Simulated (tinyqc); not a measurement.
Inside a calculation. Method: coherent transport through a tight-binding region between two chains. Computed by tinyqc, a small Python program that keeps every step. Settings: temperature = 77, mu = 0.37. Command: `OMP_NUM_THREADS=1 python tinyqc.py 24034 24035 out.jsonl` (the two numbers bound the seeds that draw the settings). One thread of a shared host (Intel(R) Xeon(R) Processor @ 2.60GHz), about 0.09 s of CPU time with the checks.

## Transmission at E = 0.02 eV

H of the central region (eV), lower triangle:
```
           1          2         3
1   0.000000
2  -1.620000   0.000000
3   0.000000  -0.400000  0.000000
```

Leads: semi-infinite chains with site energy 0:
```
parameter                           value
lead hopping t (eV)              1.190000
coupling to the left lead (eV)   1.230000
coupling to the right lead (eV)  1.430000
left contact site                       1
right contact site                      3
```

E = 0.020000 eV

Surface Green function g = (E - i sqrt(4 t^2 - E^2)) / (2 t^2); self-energy tc^2 g on each contact site; G = (E - H - Sigma)^(-1); Gamma = -2 Im Sigma; T = Gamma_L Gamma_R |G_LR|^2; local density of states -Im G_ii / pi.

g = 0.007062-0.840306i 1/eV

G (1/eV), lower triangle:
```
                     1                   2                   3
1  -0.006861-0.034015i
2   0.590630+0.005580i  0.000982-0.463531i
3  -0.001744+0.137483i  0.107900+0.000578i  0.001667-0.556833i
```

local density of states (1/eV): 0.010827  0.147546  0.177246

transmission = 0.165190

## Transmission across the band

The same steps on a grid of energies.

T(E):
```
E (eV)              T
-2.26100000  0.457691
-2.03490000  0.325555
-1.80880000  0.261452
-1.58270000  0.225465
-1.35660000  0.203202
-1.13050000  0.188656
-0.90440000  0.178913
-0.67830000  0.172408
-0.45220000  0.168249
-0.22610000  0.165930
0.00000000   0.165184
0.22610000   0.165930
0.45220000   0.168249
0.67830000   0.172408
0.90440000   0.178913
1.13050000   0.188656
1.35660000   0.203202
1.58270000   0.225465
1.80880000   0.261452
2.03490000   0.325555
2.26100000   0.457691
```

levels of the isolated region (eV): -1.668652  0.000000  1.668652

## Current

I = (2e/h) int T(E) [f(E - mu - V/2) - f(E - mu + V/2)] dE at 77 K with mu = 0.37 eV, the bias not changing H; 2e^2/h = 77.48092 microsiemens; the integral runs over the band on 4001 points.

Current:
```
V (volt)  I (microampere)
0.010000         0.129559
0.050000         0.647808
0.100000         1.295698
0.200000         2.592041
0.400000         5.189270
0.800000        10.420799
```
